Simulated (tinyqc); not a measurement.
Leakage through a gate insulator: direct, Fowler-Nordheim, trap-assisted and Poole-Frenkel currents: one step, computed by the program tinyqc.

Electrons enter from the cathode Fermi level at x = 0; the conduction band of the insulator lies phi_b - e F x above it, F = V/t. WKB exponents use a parabolic band with mass m.

Problem. Field and tunnelling without traps. For a level a distance phi(x) below the band, the WKB exponent is 2 int kappa dx with kappa = sqrt(m phi/(hbar^2/2m_0)); for a linear barrier from phi_1 down to phi_2 = max(phi_1 - e F d, 0) it is G = (4/3) sqrt(m/(hbar^2/2m_0)) (phi_1^(3/2) - phi_2^(3/2))/(e F). J_tun = e^3 F^2/(16 pi^2 hbar m phi_b) x exp(-G) / [1 - sqrt(phi_2/phi_b)]^2 with the free-electron mass in the cathode (m in m_0), phi_2 = max(phi_b - e V, 0): direct tunnelling for e V < phi_b, Fowler-Nordheim above. Image forces, back-flow and the limit on supply are left out, so J_tun is overstated below about 0.5 V. Equivalent oxide thickness = 3.9 t/eps_ox.

Inputs (values chosen for the exercise, with an insulator like HfO2):

| quantity | value | unit |
|---|---|---|
| thickness t | 7.8 | nm |
| barrier phi_b | 1.46 | eV |
| tunnelling mass m | 0.22 | m_0 |
| static constant eps_ox | 21.6 | - |
| voltage across the insulator V | 4.1 | V |

Constants: hbar^2/(2 m_0) = 3.80998212 eV angstrom^2; e = 1.602176634e-19 C; hbar = 1.054571817e-34 J s.

Give: field F; equivalent oxide thickness; WKB exponent G; tunnelling current J_tun.

Solution.

field F = 5.256 MV/cm

equivalent oxide thickness = 1.408 nm

WKB exponent G = 10.75

tunnelling current J_tun = 2835 A/cm^2

The barrier is a triangle 2.78 nm long: Fowler-Nordheim tunnelling. Caution: this field is near or above the usual breakdown field of such an insulator.
